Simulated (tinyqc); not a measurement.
What moves the results: shallow acceptor in the spherical four-band model. A value that a table varies takes the place of the one given here.

The ground state 1S3/2 has an L = 0 part f(r) and an L = 2 part g(r). In units of Ry* and a*, with Gaussians f_i = exp(-a_i r^2), g_i = r^2 exp(-a_i r^2), A = a_i + a_j and I(n) = Gamma((n + 1)/2)/(2 A^((n + 1)/2)): S_ff = I(2), S_gg = I(6), H_ff = (6 a_i a_j/A) I(2) - 2 I(1), H_gg = (14 a_i a_j/A) I(6) - 2 I(5), H_fg = -mu [15 I(2) - 20 a_j I(4) + 4 a_j^2 I(6)]; each function is then normalised. The split-off band is left out.

Converged values use 22 exponents 2.2^i, i = -7 to 14, for f and for g.

Units Ry* = Ry/(g1 eps^2) and a* = a0 eps g1; mu = (6 g3 + 4 g2)/(5 g1) is the spherical heavy-light coupling and delta = (g3 - g2)/g1 the cubic term, which is left out.

Constants: Ry = 13.60569312 eV; a0 (Bohr radius) = 0.5291772105 angstrom.

Values chosen for the exercise (near those of a shallow acceptor in Ge; the results hold for these values, not for the real material):
- mus = (0.11, 0.34, 0.49, 0.68, 0.75, 0.8, 0.92) (couplings)
- rc = 1.8 angstrom (radius of the central cell)
- Vs = (3, 1, 0, -1, -2, -3, -4) eV (central-cell strengths)
- g1 = 13.41 (Luttinger gamma1)
- g2 = 4.25 (gamma2)
- g3 = 5.68 (gamma3)
- eps = 15.9 (dielectric constant)

## Strength of the heavy-light coupling

Ry* = 4.0133 meV

Converged values in Ry* and a*; the heavy-mass hydrogen model gives 1/(1 - mu).

Results:

| mu | binding (Ry*) | 1/(1 - mu) | ratio | L = 2 weight | <r> (a*) | binding (meV) |
|---|---|---|---|---|---|---|
| 0.11 | 1.011 | 1.124 | 0.900 | 0.005 | 1.486 | 4.1 |
| 0.34 | 1.117 | 1.515 | 0.737 | 0.050 | 1.366 | 4.5 |
| 0.49 | 1.283 | 1.961 | 0.654 | 0.105 | 1.213 | 5.1 |
| 0.68 | 1.768 | 3.125 | 0.566 | 0.210 | 0.913 | 7.1 |
| 0.75 | 2.145 | 4.000 | 0.536 | 0.259 | 0.766 | 8.6 |
| 0.80 | 2.580 | 5.000 | 0.516 | 0.298 | 0.647 | 10.4 |
| 0.92 | 5.863 | 12.500 | 0.469 | 0.408 | 0.298 | 23.5 |

The binding starts as 1 + O(mu^2), 1.011 at mu = 0.11, since the coupling enters in second order, and reaches 5.86 at mu = 0.92. The ratio to the heavy-mass model falls from 0.90 to 0.47, towards about 0.44 as mu goes to 1: the bound hole is only partly heavy. The L = 2 weight grows to 0.41 and the radius shrinks by a factor 5.0.

## Central-cell correction

mu = 0.76182
a* = 112.831 angstrom

A short-range term V exp(-r^2/rc^2) is added (negative: attracts the hole); its elements are V S (A/(A + 1/rc^2))^(3/2) for f and ^(7/2) for g, in the same units.

Results:

| V (eV) | 1S binding (meV) | 2S binding (meV) | <r> (angstrom) | L = 2 weight |
|---|---|---|---|---|
| 3.0 | 8.7 | 2.63 | 85.5 | 0.267 |
| 1.0 | 8.9 | 2.65 | 84.2 | 0.268 |
| 0.0 | 9.0 | 2.66 | 83.4 | 0.268 |
| -1.0 | 9.1 | 2.67 | 82.6 | 0.268 |
| -2.0 | 9.2 | 2.69 | 81.6 | 0.269 |
| -3.0 | 9.3 | 2.70 | 80.5 | 0.269 |
| -4.0 | 9.5 | 2.72 | 79.2 | 0.270 |

From V = 0 to -4 eV the 1S binding grows by 0.5 meV (6 %) and the 2S binding by 0.06 meV, so the chemical shift sits mainly in the ground state. A repulsion of 3 eV removes 0.2 meV. The slope is 0.16 meV per eV over the last step against 0.07 on the repulsive side, since attraction pulls the state into the cell; over this range the level stays shallow.

## What each parameter does

Converged values. Each row changes one parameter from the base and keeps the others.

Results:

| case | mu | Ry* (meV) | binding (meV) | <r> (angstrom) |
|---|---|---|---|---|
| base | 0.762 | 4.01 | 8.95 | 83.4 |
| g1 = 14.48 | 0.706 | 3.72 | 7.00 | 105.1 |
| g2 = 3.61 | 0.724 | 4.01 | 7.95 | 93.0 |
| g3 = 5.23 | 0.722 | 4.01 | 7.90 | 93.5 |
| eps = 14.6 | 0.762 | 4.76 | 10.62 | 76.6 |

The largest shifts from the base row, up to three for each result and ties (the steps differ in size, so this ranks the rows, not the parameters). mu: g1 -0.056, g3 -0.040, g2 -0.038; unchanged at the printed digits by eps. Ry* (meV): eps +0.75, g1 -0.30; unchanged at the printed digits by g2 and g3. binding (meV): g1 -1.95, eps +1.67, g3 -1.06. <r> (angstrom): g1 +21.7, g3 +10.1, g2 +9.6. g1 acts twice: it lowers Ry* and it lowers mu.

Computed by tinyqc, a small Python program: `OMP_NUM_THREADS=1 python tinyqc.py 1250693 1250694 out.jsonl` (the numbers bound the seed that draws the inputs); one thread of a shared host (Intel(R) Xeon(R) Processor @ 2.30GHz), about 0.05 s for the whole set of steps.
